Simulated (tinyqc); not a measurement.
Anisotropic wet etching of Si(100): plane rates, V-grooves, membranes and undercut: one step, computed by the program tinyqc. Command: `OMP_NUM_THREADS=1 python tinyqc.py 3012184 3012185 out.jsonl wetetch walk`. One thread of a shared host (Intel(R) Xeon(R) Processor @ 2.30GHz), about 0.01 s of CPU time with the checks.

A long slot opens the mask on a (100) wafer. The floor etches at R100; (111) walls stand at theta = arctan(sqrt2) = 54.7356 degrees to the surface and recede at R111 along their normal.

Task: Designing a membrane from the back side. Etch depth d - membrane, time = depth/R100; for a membrane as wide as w the opening must be w + sqrt2 depth - 2 u time; oxide mask consumed R_ox x time; a 1 K error changes the depth by the fraction E/(k_B T^2); a convex mask corner, such as that of a mesa, would retreat by c x depth.

Inputs (values chosen for the exercise, close to those used for potassium hydroxide solutions):
```
quantity                                                                  value  unit
activation energy of (100), E                                             0.591    eV
corner undercut rate over (100) rate, c                                     2.4     -
bath temperature T                                                           80     C
width w (mask opening along <110>, or membrane width in the design step)     64    um
wafer thickness d                                                           525    um
membrane thickness wanted                                                    25    um
```

R100 = 1.361706 um/min

lateral rate u = 0.03101610 um/min

R_ox = 0.007166873 um/min

Constants: k_B = 8.617333262e-05 eV/K.

Give: time to reach the membrane; opening needed; oxide consumed; depth error per kelvin; retreat of a convex corner.

Result:

time to reach the membrane = 367.2 min

opening needed = 748.3 um

oxide consumed = 2632 nm

depth error per kelvin = 27.50 um

retreat of a convex corner = 1200 um

The error per kelvin is 110 % of the membrane, so a timed etch cannot hold it and an etch stop is needed. The oxide loss calls for a nitride mask. A corner retreat larger than the depth shows why mesas need compensation structures. Caution: the remaining silicon is too narrow for its thickness to act as a membrane. Caution: rates also depend on concentration, doping, additives and stirring, all held fixed here.
